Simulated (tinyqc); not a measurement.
From results to parameters: diatomic chain. Computed by the program tinyqc.

Problem. A chain of two alternating masses has one spring constant k; at the zone edge omega^2 = 2k/M and 2k/m, and wavenumber = 521.4708 sqrt(omega^2) with omega^2 in eV/(angstrom^2 u). Find k, the heavier mass and the optical wavenumber at q = 0.

wavenumbers at the zone edge (cm^-1): 200.596311  982.428813
lighter mass = 7.100000 u

Solution. The upper value gives k = m omega^2/2, the ratio of the squares gives M/m, and at q = 0 omega^2 = 2k (1/m + 1/M), the sum of the two.

k = 12.6000 eV/angstrom^2
heavier mass = 170.3000 u
optical wavenumber at q = 0 = 1002.6990 cm^-1
